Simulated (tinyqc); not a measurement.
Inside a calculation. Model: threshold of a short bulk MOSFET: charge sharing, barrier lowering, narrow width.

Program tinyqc, `OMP_NUM_THREADS=1 python tinyqc.py 2002140 2002141 out.jsonl`; Intel Xeon 2.30GHz, shared host, one thread, about 0.01 s. Printed values are rounded.

n-channel device on a p-type body, depletion approximation, full ionisation. Uniform doping N = Na. Vbi from Boltzmann statistics is rough for the degenerate source. Cox = eps0 eox/tox.

Parameters, values chosen for the exercise; band and dielectric values close to those of silicon: temperature T = 250 K; band gap Eg = 1.1 eV; relative permittivity eps_r = 11.9; conduction-band density of states at T Nc = 2.13e19 cm^-3; valence-band density of states at T Nv = 1.99e19 cm^-3; relative permittivity of the gate insulator (close to zirconium oxide) eox = 25; insulator thickness tox = 7.2 nm; channel doping Na = 1.2e17 cm^-3; source and drain doping Nsd = 1e20 cm^-3; flat-band voltage for the doping Na Vfb = -0.87 V; junction depth xj = 20 nm; body-source voltage Vbs = 0 V; drain-source voltage Vds = 1 V; gate width W = 390 nm; shape factor of the fringing depletion at the width edges xw = 0.7854; channel length L = 220 nm.

Constants: q = 1.602176634e-19 C, kB = 1.380649e-23 J/K, Vt = kB T/q, eps0 = 8.8541878128e-14 F/cm where lengths are in cm. Results are converted to the units shown.

## Long-channel threshold and scales

ni = sqrt(Nc Nv) exp(-Eg/(2 Vt)), Eg in volts; 2 pB = 2 Vt ln(N/ni); flat band Vfb - Vt ln(N/Na); Wd = sqrt(2 eps0 eps_r (2 pB - Vbs)/(q N)); body term q N Wd/Cox; long-channel VT0 = flat band + 2 pB + body term; Vbi = Vt ln(N Nsd/ni^2); scale length l = sqrt((eps_r/eox) tox Wd).

N = 1.2e17 cm^-3
2 pB = 0.878320 V
flat band = -0.87 V
Wd = 98.1168 nm
body term = 0.0613591 V
VT0 = 0.0696792 V
Vbi = 1.02321 V
l = 18.3376 nm

## Short-channel and narrow-width shifts

Charge sharing (trapezoid; it ignores Vds): F = (xj/L)(sqrt(1 + 2 Wd/xj) - 1), lowering = body term times F. Barrier lowering: th = exp(-L/(2 l)) + 2 exp(-L/l), lowering = th [2 (Vbi - 2 pB) + Vds], DIBL = th. Narrow width: rise = body term times xw Wd/W. VT by each model = VT0 - lowering + rise.

F = 0.208010
lowering by charge sharing = 12.7633 mV
th = 0.00249450
lowering of the barrier = 3.21735 mV
DIBL = 2.49450 mV/V
narrow-width rise = 12.1241 mV
VT, charge sharing = 0.0690399 V
VT, barrier lowering = 0.0785859 V

L is 12.0 scale lengths. The charge-sharing lowering is 3.97 times the barrier lowering; the first falls off as 1/L and the second exponentially. Both describe the same loss of gate control, so they are alternatives and are not added.
